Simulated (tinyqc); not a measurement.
LED efficiency against current.

ABC model of an LED: J = q da (A n + Ba n^2 + Ca n^3), IQE = Ba n^2/(A n + Ba n^2 + Ca n^3), differential lifetime 1/(A + 2 Ba n + 3 Ca n^2).

Inputs (values chosen for the exercise):
```
symbol,value,unit,meaning
A,9e5,1/s,defect coefficient of the active layer
Ba,1.2e-11,cm^3/s,radiative coefficient of the active layer
Ca,5.8e-31,cm^6/s,Auger coefficient of the active layer
da,26,nm,thickness of the active layer
```

Constants: q = 1.602176634e-19 C. Results are converted to the units shown.

Result of one run:
```
n (cm^-3)  IQE (%)  defect share (%)  Auger share (%)  differential lifetime (ns)
1.791e19     53.47            0.2239            46.30                       1.011
```

Which current density J gave this result: 0.1, 9, 600 or 3000 A/cm^2?

J = 3000 A/cm^2.

The whole series:
```
J (A/cm^2)  n (cm^-3)  IQE (%)  defect share (%)  Auger share (%)  differential lifetime (ns)
0.03         4.854e16    39.25             60.66          0.09208                       483.3
0.1          1.086e17    58.97             40.72           0.3096                       283.5
0.5          2.793e17    78.00             20.94            1.053                       129.2
2            5.883e17    86.51             11.03            2.460                       64.01
9            1.268e18    89.25             5.281            5.468                       29.31
40           2.631e18    86.53             2.466            11.00                       13.14
200          5.584e18    77.92             1.047            21.03                       5.287
600          9.104e18    69.05            0.5688            30.38                       2.750
3000         1.791e19    53.47            0.2239            46.30                       1.011
```

The IQE goes from 39.3 through a maximum of 89.3 (at J = 9 A/cm^2 among the rows listed) to 53.5 %. The exact peak, Q/(Q + 2) = 89.3 % with Q = Ba/sqrt(A Ca) = 16.6, lies at n = sqrt(A/Ca) = 1.25e18 cm^-3, J = 8.69 A/cm^2, where the defect and Auger shares are equal. n goes as J^(0.67) at the low end and J^(0.42) at the high end.

tinyqc, about 0.01 s, one thread, Intel Xeon 2.30GHz (shared host): `OMP_NUM_THREADS=1 python tinyqc.py 2300107 2300108 out.jsonl`
